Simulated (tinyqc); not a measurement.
Mobility, diffusion coefficient and lifetime from two collectors.

Inverse problem. For an injected sheet in a field F the peak time tp at distance L obeys u^2 tp^2 + 2 D tp = L^2 with u^2 = v^2 + 4 D/tau, and the pulse area goes as exp(L (v - u)/(2 D)); v = mu F. Find u, D, mu and tau without using the Einstein relation.

Inputs (values chosen for the exercise):
- F = 22 V/cm (sweep field along the drift)

distances (um): 77  170
peak times (us): 1.32998216  3.11684489
ratio of the areas, far over near = 0.462801647

Answer. The two peak times give two linear equations for u^2 and D; the area ratio gives v - u, and u^2 - v^2 = 4 D/tau gives tau.

u = 5.19e3 cm/s
D = 4.37 cm^2/s
mu = 203 cm^2/(V s)
tau = 2.50e-6 s

tinyqc, about 0.01 s, one thread, Intel Xeon 2.30GHz (shared host): `OMP_NUM_THREADS=1 python tinyqc.py 2310019 2310020 out.jsonl`
